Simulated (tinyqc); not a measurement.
Molecular dynamics of a small cluster by velocity Verlet steps: one step, computed by the program tinyqc.

E = sum_(i<j) phi(r_ij), phi(r) = eps [exp(-2 alpha (r - r0)) - 2 exp(-alpha (r - r0))]; the force on i is -sum_j phi'(r_ij) (R_i - R_j)/r_ij.

Problem. Step 1. Velocity Verlet: a = c F/M with c = 9.648533212e-3 angstrom/fs^2 per eV/(angstrom u); R(new) = R + v dt + a dt^2/2; v(new) = v + (a + a(new)) dt/2. Kinetic energy K = M v^2/(2c); temperature T = 2K/((3N - 3) k_B), rotation of the cluster included. After each step v is scaled by sqrt(1 + (dt/tau)(T0/T - 1)).

Inputs (values chosen for the exercise, for model atoms):
```
quantity               value        unit
length r0               2.38    angstrom
well depth eps          0.27          eV
stiffness alpha         2.34  1/angstrom
atomic mass M            187           u
time step dt              11          fs
target temperature T0    100           K
coupling time tau        500          fs
```

Potential: Morse. Thermostat: Berendsen.

starting positions (angstrom):
```
            x     y      z
atom 1  -0.04  0.03   0.01
atom 2   2.42     0   0.01
atom 3   1.22  2.04   0.03
atom 4   1.18  0.65   1.92
atom 5   1.17  0.66  -1.96
```

starting velocities (angstrom/fs):
```
               x         y         z
atom 1   0.00046  -0.00043   0.00029
atom 2  -0.00045   0.00129  -0.00058
atom 3   0.00106  -0.00149   0.00039
atom 4  -0.00093   0.00019   0.00066
atom 5  -0.00015   0.00044  -0.00077
```

Constants: 1 eV/(angstrom u) = 9.648533212e-03 angstrom/fs^2; k_B = 8.617333262e-05 eV/K.

Give: positions after step 1; new forces; velocities after step 1; total energy.

Solution.

positions after step 1 (angstrom):
```
              x       y        z
atom 1  -0.0345  0.0252   0.0128
atom 2   2.4144  0.0142   0.0032
atom 3   1.2316  2.0238   0.0337
atom 4   1.1699  0.6520   1.9278
atom 5   1.1685  0.6649  -1.9677
```

new forces (eV/angstrom):
```
               x         y         z
atom 1   0.11423  -0.04888  -0.14263
atom 2  -0.12752  -0.11648  -0.08918
atom 3  -0.06088   0.20457  -0.19436
atom 4   0.05016  -0.05135   0.16705
atom 5   0.02402   0.01215   0.25912
```

velocities after step 1 (angstrom/fs):
```
                 x           y           z
atom 1   0.0005296  -0.0004525   0.0002151
atom 2  -0.0005403   0.0012489  -0.0006374
atom 3   0.0010365  -0.0014098   0.0002833
atom 4  -0.0009037   0.0001664   0.0007511
atom 5  -0.0001320   0.0004471  -0.0006221
```

total energy = -2.3487 eV
